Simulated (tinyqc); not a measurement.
Modulation-doped quantum well, Poisson-Schroedinger loop: effect of the sheet density of electrons.

A well of width L centred at z = 0 between barriers Vb; effective-mass electrons, parabolic bands. The electrons come from donor sheets outside the mesh, a share fL of Ns on the left and the rest on the right, so the structure is neutral. Energies are counted from the band edge of the well, with U = 0 on the first node in the Hartree part.

Schroedinger equation -C d/dz (1/m) dpsi/dz + (V0 + U) psi = E psi, C = hbar^2/(2 m0), on a fine mesh (400 intervals across the well) with hard walls 6.05 nm outside the well edges (to within half a fine step); the lowest 2 levels are kept. V0 = 0 in the well and Vb outside, plus q Fz z (1 kV/cm = 1e-4 eV/nm). N_k = D Vt ln(1 + exp((EF - E_k)/Vt)), D = md m0 q/(pi hbar^2), sum N_k = Ns; n = sum N_k |psi_k|^2. dU/dz = q (fL Ns - integral of n from the left)/(eps0 eps_r). The loop is converged to 1e-9 eV; shares under 0.001 % are printed as 0.

Values chosen for this exercise; material values close to those of In0.53Ga0.47As in InP:
```
symbol,value,unit,meaning
T,4.2,K,temperature
mw,0.042,m0,mass along z in the well
mb,0.0811,m0,mass along z in the barriers
md,0.0399,m0,in-plane mass
Vb,0.251,eV,barrier height
eps_r,13.9,,relative permittivity (all layers)
L,11,nm,well width
fL,0,,share of the donors on the left side
Fz,0,kV/cm,applied field along z
```

Constants: q = 1.602176634e-19 C, kB = 1.380649e-23 J/K, hbar = 1.054571817e-34 J s, m0 = 9.1093837015e-31 kg, Vt = kB T/q, eps0 = 8.8541878128e-14 F/cm where lengths are in cm, hbar^2/(2 m0) = 0.0380998212 eV nm^2. Results are converted to the units shown.

The same in every row: share of E2 (%) = 0.

Result of one run:
```
E2 - E1 (meV)	EF - E1 (meV)	centroid (nm)	charge in the barriers (%)	range of U in the well (meV)
101	36.6	0.593	4.95	39.1
```

Which sheet density of electrons Ns gave this result: 5e10, 9.4e10, 1.7e11 or 6.1e11 cm^-2?

Ns = 6.1e11 cm^-2.

The whole series:
```
Ns (cm^-2)	E2 - E1 (meV)	EF - E1 (meV)	centroid (nm)	charge in the barriers (%)	range of U in the well (meV)
5e10	104	3.00	0.0516	4.29	3.55
9.4e10	104	5.64	0.0966	4.33	6.62
1.7e11	103	10.2	0.173	4.39	11.8
3.3e11	102	19.8	0.331	4.56	22.2
6.1e11	101	36.6	0.593	4.95	39.1
```

As Ns goes from 5e10 to 6.1e11, E2 - E1 falls from 104 to 101 meV, EF - E1 rises from 3.00 to 36.6 meV and the share of E2 stays at 0 %. EF stays below E2 throughout. The band bending across the well rises from 3.55 to 39.1 meV, as Ns^(0.96).

Numbers from tinyqc (`OMP_NUM_THREADS=1 python tinyqc.py 2140114 2140115 out.jsonl`; about 0.3 s on one thread of a shared Intel Xeon 2.30GHz).
